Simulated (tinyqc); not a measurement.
# Thin-film transistor with exponential tail and deep states, accumulation layer, step by step

Computed by the program tinyqc: `OMP_NUM_THREADS=1 python tinyqc.py 2610061 2610062 out.jsonl`, one thread of a shared Intel Xeon 2.30GHz, about 0.04 s for the whole run. Printed values are rounded.

An undoped film in accumulation, thicker than the space-charge layer. With band bending psi the Fermi level lies E0 - psi below the band edge. Free electrons n = n0 exp(psi/Vt) carry the current; electrons in two exponential distributions of traps, a = a0 exp(psi/Va) and d = d0 exp(psi/Vp), do not. Linear regime, ohmic contacts, traps in equilibrium.

Values chosen for this exercise; values close to those of amorphous silicon:
```
symbol   value        unit                                        meaning
T          300           K                                    temperature
eps_r     11.8                 relative permittivity of the semiconductor
Nc      4.2e19       cm^-3                     density of extended states
mb         8.5  cm^2/(V s)                                  band mobility
Nt      5.8e19       cm^-3                   total density of tail states
Tt         350           K         characteristic temperature of the tail
Nd      6.3e17       cm^-3                   total density of deep states
Td        1130           K  characteristic temperature of the deep states
E0        0.55          eV           bulk Fermi level below the band edge
Ci          35     nF/cm^2                               gate capacitance
WL          20                                                  ratio W/L
Vd        0.05           V                                  drain voltage
Vg           7           V                   gate voltage above flat band
```

Constants: q = 1.602176634e-19 C, kB = 1.380649e-23 J/K, Vt = kB T/q, eps0 = 8.8541878128e-14 F/cm where lengths are in cm. Results are converted to the units shown.

Range of the model: The th form assumes a Fermi level far below the band edge; at the surface it overcounts the filled tail by a factor of about 1.9.

## Bulk densities

Va = kB Tt/q, Vp = kB Td/q; n0 = Nc exp(-E0/Vt), a0 = Nt th(T/Tt) exp(-E0/Va), d0 = Nd th(T/Td) exp(-E0/Vp), th(x) = pi x/sin(pi x).

Va = 0.0301607 V
Vp = 0.0973759 V
th(T/Tt) = 6.20626
n0 = 2.41911e10 cm^-3
a0 = 4.33118e12 cm^-3
d0 = 2.49992e15 cm^-3

## Iteration 1: surface potential by Newton steps

psi at the start = 0.6 V

Va = kB Tt/q, Vp = kB Td/q. G(psi) = sum over the three kinds of c0 [V (exp(psi/V) - 1) - psi], field F = sqrt(2 q G/(eps0 eps_r)); Vg = psi + eps0 eps_r F/Ci at the surface. f = psi + eps0 eps_r F/Ci - Vg, f' = 1 + q rho/(Ci F) with rho = sum c0 (exp(psi/V) - 1); psi(new) = psi - f/f'.

F = 4451.05 kV/cm
f = 126.470 V
f' = 2243.72
psi after iteration 1 = 0.543634 V

## Iteration 2: surface potential by Newton steps

As before.

F = 1725.06 kV/cm
f = 45.0387 V
f' = 863.331
psi after iteration 2 = 0.491465 V

## Course of the iteration: surface potential by Newton steps

Stop when psi changes by less than 1e-10 V, or after 30 iterations. psi must stay between 0 and 5 V.

Course of the iteration:
```
iteration   psi (V)  |change| (V)
1          0.543634        0.0564
2          0.491465        0.0522
3          0.449286        0.0422
4          0.424860        0.0244
5          0.418199       6.66e-3
6          0.417794       4.04e-4
7          0.417793       1.39e-6
8          0.417793      1.63e-11
```

Converged in 8 iterations. At the end the number of correct digits about doubles with each step.

## Free and total charge, current

psi_s = 0.417793 V

Va = kB Tt/q, Vp = kB Td/q. G(psi) = sum over the three kinds of c0 [V (exp(psi/V) - 1) - psi], field F = sqrt(2 q G/(eps0 eps_r)); Vg = psi + eps0 eps_r F/Ci at the surface. Total charge Q = Ci (Vg - psi_s); free charge Qf = q times the integral of n0 (exp(psi/Vt) - 1)/F over psi from 0 to psi_s; I = (W/L) mb Qf Vd; effective mobility mb Qf/Q.

surface densities (cm^-3): free 2.52504e17, tail 4.49325e18, deep 1.82505e17
Q = 230.377 nC/cm^2
Qf = 7.46992 nC/cm^2
effective mobility = 0.275610 cm^2/(V s)
I = 63.4943 nA

3.24 % of the induced charge is free, against 5.12 % of the electrons right at the surface.
